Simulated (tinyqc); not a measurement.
What each parameter does: shallow acceptor in the spherical four-band model.

Units Ry* = Ry/(g1 eps^2) and a* = a0 eps g1; mu = (6 g3 + 4 g2)/(5 g1) is the spherical heavy-light coupling and delta = (g3 - g2)/g1 the cubic term, which is left out.

The ground state 1S3/2 has an L = 0 part f(r) and an L = 2 part g(r). In units of Ry* and a*, with Gaussians f_i = exp(-a_i r^2), g_i = r^2 exp(-a_i r^2), A = a_i + a_j and I(n) = Gamma((n + 1)/2)/(2 A^((n + 1)/2)): S_ff = I(2), S_gg = I(6), H_ff = (6 a_i a_j/A) I(2) - 2 I(1), H_gg = (14 a_i a_j/A) I(6) - 2 I(5), H_fg = -mu [15 I(2) - 20 a_j I(4) + 4 a_j^2 I(6)]; each function is then normalised. The split-off band is left out.

Converged values use 22 exponents 2.2^i, i = -7 to 14, for f and for g.
Constants: Ry = 13.60569312 eV; a0 (Bohr radius) = 0.5291772105 angstrom.

Values chosen for the exercise (near those of a shallow acceptor in GaSb; the results hold for these values, not for the real material): g1 = 13.42 (Luttinger gamma1); g2 = 4.69 (gamma2); g3 = 5.99 (gamma3); eps = 15.6 (dielectric constant).

Converged values.

One parameter was then changed.

Results before and after:
```
case        mu  Ry* (meV)  binding (meV)  <r> (angstrom)
base     0.815       4.17          11.50            67.3
changed  0.815       3.59           9.91            72.5
```

Which of these changes was made? (a) g1 = 14.49; (b) eps = 16.8; (c) g3 = 5.51; (d) g2 = 3.99.
Answer: (b) eps = 16.8. Of the candidates, run in turn, only this one gives the changed row.

All candidates:
```
case           mu  Ry* (meV)  binding (meV)  <r> (angstrom)
base        0.815       4.17          11.50            67.3
g1 = 14.49  0.755       3.86           8.41            90.3
g2 = 3.99   0.773       4.17           9.69            78.9
g3 = 5.51   0.772       4.17           9.64            79.2
eps = 16.8  0.815       3.59           9.91            72.5
```

g1 acts twice: it lowers Ry* and it lowers mu.

Computed by tinyqc, a small Python program: `OMP_NUM_THREADS=1 python tinyqc.py 1281816 1281817 out.jsonl` (the numbers bound the seed that draws the inputs); one thread of a shared host (Intel(R) Xeon(R) Processor @ 2.30GHz), about 0.06 s for the whole set of steps.
